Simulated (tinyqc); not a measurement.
Inversion-layer mobility, back-scattering and ballistic limit of a field-effect transistor: one step, computed by the program tinyqc.

The charge at the top of the source barrier is fixed by the gate; series resistance and short-channel effects are left out. F_j are Fermi integrals normalised to exp(eta) in the classical limit.

Question. Back-scattering. Non-degenerate: every F_j(eta) is replaced by exp(eta). Ballistic channel: N_2D = g_v m k_B T/(pi hbar^2), U = e V_D/(k_B T); eta_F solves N_inv = (N_2D/2)[F_0(eta_F) + F_0(eta_F - U)]; v_T = sqrt(2 k_B T/(pi m)); I/W = e (N_2D/2) v_T [F_1/2(eta_F) - F_1/2(eta_F - U)]; injection velocity v_T F_1/2(eta_F)/F_0(eta_F). Mean free path lambda = (2 k_B T/e)(mu/v_T) F_0(eta_0)/F_-1/2(eta_0), with eta_0 from N_inv = N_2D F_0(eta_0); critical length l = L (1 + U)^(-a), an empirical rule; back-scattering r = l/(l + lambda). Then eta solves N_inv = (N_2D/2)[(1 + r) F_0(eta) + (1 - r) F_0(eta - U)] and I/W = e (N_2D/2) v_T (1 - r)[F_1/2(eta) - F_1/2(eta - U)]. Ballistic ratio: I over the ballistic current. Apparent mobility 1/(1/mu + 1/mu_B), mu_B = mu L/lambda.

Inputs (values chosen for the exercise, modelled on a germanium p-channel):

| quantity | value | unit |
|---|---|---|
| transport mass m | 0.19 | m_0 |
| valley degeneracy g_v | 1 | - |
| gate overdrive V_G - V_T | 0.071 | V |
| drain voltage V_D | 0.83 | V |
| channel length L | 14 | nm |
| exponent a of the critical length | 0.76 | - |
| temperature T | 300 | K |

Statistics at the top of the barrier: non-degenerate.

inversion density N_inv = 3.326622e+11 1/cm^2

effective mobility mu = 142.5810 cm^2/(V s)

Constants: m_0 = 9.1093837015e-31 kg; k_B = 1.380649e-23 J/K; hbar = 1.054571817e-34 J s; k_B = 8.617333262e-05 eV/K; e = 1.602176634e-19 C.

Give: eta_0; mean free path lambda; critical length l; back-scattering coefficient r; current I/W; ballistic ratio; apparent low-field mobility.

Answer.

eta_0 = -1.819

mean free path lambda = 5.973 nm

critical length l = 0.9795 nm

back-scattering coefficient r = 0.1409

current I/W = 49.54 microampere/micrometre

ballistic ratio = 0.7530

apparent low-field mobility = 99.94 cm^2/(V s)

L/lambda = 2.34, but at this drain voltage only the first 0.979 nm can return a carrier to the source, so the device works at 75 % of its ballistic limit. Caution: the current exceeds the long-channel drift law, so the empirical rule for l, meant for short channels, is too generous here.
